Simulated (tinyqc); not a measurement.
One mass for the acceptor? Model: shallow acceptor in the spherical model (Baldereschi-Lipari), strong spin-orbit limit. Computed by tinyqc, a small Python program. Command: `OMP_NUM_THREADS=1 python tinyqc.py 3018292 3018293 out.jsonl acceptor walk`. One thread of a shared host (Intel(R) Xeon(R) Processor @ 2.30GHz), about 0.01 s of CPU time with the checks.

The 1S(3/2) state has an s envelope f(r) and a d envelope g(r). In effective units they obey -(f'' + 2f'/r + 2f/r) + mu (g'' + 5g'/r + 3g/r^2) = E f and -(g'' + 2g'/r - 6g/r^2 + 2g/r) + mu (f'' - f'/r) = E g. The cubic term, the split-off band and the central cell are left out.

Inputs (values chosen for the exercise, modelled on InP):
```
quantity,value,unit
Luttinger gamma_1,5.16,-
Luttinger gamma_2,1.57,-
Luttinger gamma_3,2.09,-
dielectric constant eps,12.1,-
spin-orbit gap Delta_so,107,meV
```

Constants: Ry = 13.605693123 eV; a_0 = 0.529177210903 angstrom.

Method:
- Ry* = Ry/(gamma_1 eps^2), a* = a_0 eps gamma_1, mu = (6 gamma_3 + 4 gamma_2)/(5 gamma_1), delta = (gamma_3 - gamma_2)/gamma_1; spherical masses 1/(gamma_1 (1 - mu)) (heavy) and 1/(gamma_1 (1 + mu)) (light).
- Basis: f_i = exp(-zeta_i r), g_i = r exp(-zeta_i r), weight r^2 dr, s = zeta_i + zeta_j. S_ff = 2/s^3, H_ff = zeta_i zeta_j S_ff - 2/s^2; S_gg = 24/s^5, H_gg = 8/s^3 + 24 zeta_i zeta_j/s^5 - 12/s^4; H(f_i, g_j) = mu (6 zeta_i^2/s^4 + 2 zeta_i/s^3); S_fg = 0. Each function is normalised by sqrt(S_ii).
- Large basis: zeta_i = 0.08 x 1.55^(i-1), i = 1..20 in each channel; overlap eigenvalues below 1e-11 are dropped.
- Binding energies are -E Ry*; the mass that fits is E(1S) eps^2/Ry.
- Hydrogenic binding Ry m/eps^2; the density-of-states mass is (m_H^(3/2) + m_L^(3/2))^(2/3); errors are against the large basis.

light-hole mass = 0.112057 m_0

heavy-hole mass = 0.716332 m_0

1S(3/2) binding energy = 36.2613 meV

1S binding energy:
```
mass,value (m_0),binding (meV),error (%)
light hole,0.11206,10.413,-71.282
1/gamma_1,0.19380,18.009,-50.334
mean of heavy and light,0.41419,38.491,6.148
heavy hole,0.71633,66.568,83.578
density of states,0.74558,69.286,91.074
```

What follows from these numbers?

The coupled result, 36.26 meV, lies between the 1/gamma_1 value (no coupling) and the heavy-hole value; the closest single rule here is "mean of heavy and light", off by +6.1 %. Caution: the binding exceeds a fifth of the spin-orbit gap Delta_so, so the split-off band, left out, matters.
